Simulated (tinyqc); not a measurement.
# Changing the photon flux entering

Model: surface photovoltage measurement of the minority-carrier diffusion length in a wafer. Computed by tinyqc, a small Python program. Command: `OMP_NUM_THREADS=1 python tinyqc.py 3130088 3130089 out.jsonl spv sweep`. One thread of a shared host (Intel(R) Xeon(R) Processor @ 2.30GHz), about 0.01 s of CPU time with the checks.

Low injection, steady light, a depletion layer much thinner than 1/alpha and L. The excess density dn is taken at the front edge of the neutral region; light that reaches the back is lost.

Inputs (values chosen for the exercise, modelled on p-type silicon at room temperature):
```
quantity,value,unit
diffusion length L,310,micrometre
wafer thickness W,525,micrometre
diffusivity D,31.8,cm^2/s
front recombination velocity S_f,200,cm/s
back recombination velocity S_b,48000,cm/s
minority density at the surface barrier scale n_0,3.8e+10,1/cm^3
temperature T,298,K
wavelength,838,nm
```

Constants: k_B = 8.617333262e-05 eV/K.

Method:
- alpha = (84.732/lambda - 76.417)^2 per cm with lambda in micrometre (an empirical fit for silicon between 0.7 and 1.05 micrometre).
- Thick wafer: dn = Phi L/((S_f + D/L)(L + 1/alpha)). Finite wafer, with s = S_b L/D, w = W/L, a = alpha L: dn = [Phi a/(a^2 - 1)] [a - B - exp(-alpha W)(a - s)/(cosh w + s sinh w)]/(S_f + B D/L), B = (sinh w + s cosh w)/(cosh w + s sinh w).
- Photovoltage V = (k_B T/e) ln(1 + dn/n_0). Lifetime = L^2/D.

One run for each value:
```
photon flux entering (1/(cm^2 s)),photovoltage V (mV),"dn, finite wafer (1/cm^3)"
1.00e+10,4.939e-03,7.310e+06
1.00e+11,4.935e-02,7.310e+07
1.00e+12,4.893e-01,7.310e+08
1.00e+13,4.518e+00,7.310e+09
1.00e+14,2.755e+01,7.310e+10
1.00e+15,7.723e+01,7.310e+11
1.00e+16,1.352e+02,7.310e+12
```

Over the rows, photovoltage V (mV) rises from 0.00494 to 135 (exponent d ln y / d ln x 1.00 between the first rows and 0.24 between the last); dn, finite wafer (1/cm^3) rises from 7.31e6 to 7.31e12 (exponent d ln y / d ln x about 1.0 throughout). At the low end the exponent of photovoltage V is 1.00, close to 1: the linear range.

Caution (rows 1.00e13, 1.00e14, 1.00e15, 1.00e16): dn is not small against n_0, so V is not linear in the flux; the constant-flux reading then needs dn, not V.

Extremes, crossings and ranges named in words are read from the listed rows.
